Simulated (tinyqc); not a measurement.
Graded (staircase) quantum well by finite differences: one step. The tridiagonal Hamiltonian. Three cases, with inputs chosen for the exercise.

Problem. Form the diagonal and the neighbouring elements; V in the grid already includes the field.

Finite differences on points z_i at the centres of cells of width h: H_ii = (c/h^2)(1/m_(i-1/2) + 1/m_(i+1/2)) + V_i, H_(i,i+1) = -(c/h^2)/m_(i+1/2), where m_(i+1/2) is the mean of the masses at the two points (the end values are repeated outwards), psi = 0 on the points beyond both ends, c = hbar^2/2m0. The field adds e F (z - z0) with z0 the middle of the structure; 1 kV/cm = 1e-5 eV/angstrom.

Constants: hbar^2/2m0 = 3.80998211 eV angstrom^2.

Case 1.

Values chosen (out of a larger set: near those of a strained Si well in SiGe; not measured data): h = 5 angstrom (cell width of the coarse grid).

Grid:

| i | z (angstrom) | V (eV) | m (m0) |
|---|---|---|---|
| 1 | 2.500 | 0.188000 | 0.969000 |
| 2 | 7.500 | 0.188000 | 0.969000 |
| 3 | 12.500 | 0.188000 | 0.969000 |
| 4 | 17.500 | 0.188000 | 0.969000 |
| 5 | 22.500 | 0.084000 | 0.932900 |
| 6 | 27.500 | 0.021000 | 0.911200 |
| 7 | 32.500 | 0.000000 | 0.904000 |
| 8 | 37.500 | 0.021000 | 0.911200 |
| 9 | 42.500 | 0.084000 | 0.932900 |
| 10 | 47.500 | 0.188000 | 0.969000 |
| 11 | 52.500 | 0.188000 | 0.969000 |
| 12 | 57.500 | 0.188000 | 0.969000 |
| 13 | 62.500 | 0.188000 | 0.969000 |

Case 2.

Values chosen (out of a larger set: near those of an InGaAs well in InAlAs; not measured data): h = 27 angstrom (cell width of the coarse grid).

Grid:

| i | z (angstrom) | V (eV) | m (m0) |
|---|---|---|---|
| 1 | 13.500 | 0.532000 | 0.074700 |
| 2 | 40.500 | 0.532000 | 0.074700 |
| 3 | 67.500 | 0.532000 | 0.074700 |
| 4 | 94.500 | 0.532000 | 0.074700 |
| 5 | 121.500 | 0.236000 | 0.056400 |
| 6 | 148.500 | 0.059000 | 0.045400 |
| 7 | 175.500 | 0.000000 | 0.041700 |
| 8 | 202.500 | 0.059000 | 0.045400 |
| 9 | 229.500 | 0.236000 | 0.056400 |
| 10 | 256.500 | 0.532000 | 0.074700 |
| 11 | 283.500 | 0.532000 | 0.074700 |
| 12 | 310.500 | 0.532000 | 0.074700 |
| 13 | 337.500 | 0.532000 | 0.074700 |

Case 3.

Values chosen (out of a larger set: near those of a strained Si well in SiGe; not measured data): h = 6 angstrom (cell width of the coarse grid).

Grid:

| i | z (angstrom) | V (eV) | m (m0) |
|---|---|---|---|
| 1 | 3.000 | 0.145000 | 0.954000 |
| 2 | 9.000 | 0.151600 | 0.954000 |
| 3 | 15.000 | 0.158200 | 0.954000 |
| 4 | 21.000 | 0.065800 | 0.926800 |
| 5 | 27.000 | 0.013400 | 0.910400 |
| 6 | 33.000 | 0.000000 | 0.905000 |
| 7 | 39.000 | 0.026600 | 0.910400 |
| 8 | 45.000 | 0.092200 | 0.926800 |
| 9 | 51.000 | 0.197800 | 0.954000 |
| 10 | 57.000 | 0.204400 | 0.954000 |
| 11 | 63.000 | 0.211000 | 0.954000 |

Give: diagonal H_ii; H_(i,i+1).

Solution.

Case 1.

diagonal H_ii (eV): 0.5025  0.5025  0.5025  0.5055  0.4095  0.3542  0.3358  0.3542  0.4095  0.5055  0.5025  0.5025  0.5025

H_(i,i+1) (eV): -0.1573  -0.1573  -0.1573  -0.1603  -0.1653  -0.1679  -0.1679  -0.1653  -0.1603  -0.1573  -0.1573  -0.1573

Case 2.

diagonal H_ii (eV): 0.6719  0.6719  0.6719  0.6817  0.4184  0.2817  0.2400  0.2817  0.4184  0.6817  0.6719  0.6719  0.6719

H_(i,i+1) (eV): -0.0700  -0.0700  -0.0700  -0.0797  -0.1027  -0.1200  -0.1200  -0.1027  -0.0797  -0.0700  -0.0700  -0.0700

Case 3.

diagonal H_ii (eV): 0.3669  0.3735  0.3817  0.2936  0.2452  0.2332  0.2584  0.3200  0.4213  0.4263  0.4329

H_(i,i+1) (eV): -0.1109  -0.1109  -0.1125  -0.1152  -0.1166  -0.1166  -0.1152  -0.1125  -0.1109  -0.1109

Computed by tinyqc, one run a case: `OMP_NUM_THREADS=1 python tinyqc.py N N+1 out.jsonl` with N = 1250467, 1250822, 1250827; one thread of a shared Intel(R) Xeon(R) Processor @ 2.30GHz, about 0.01 s a run at most.
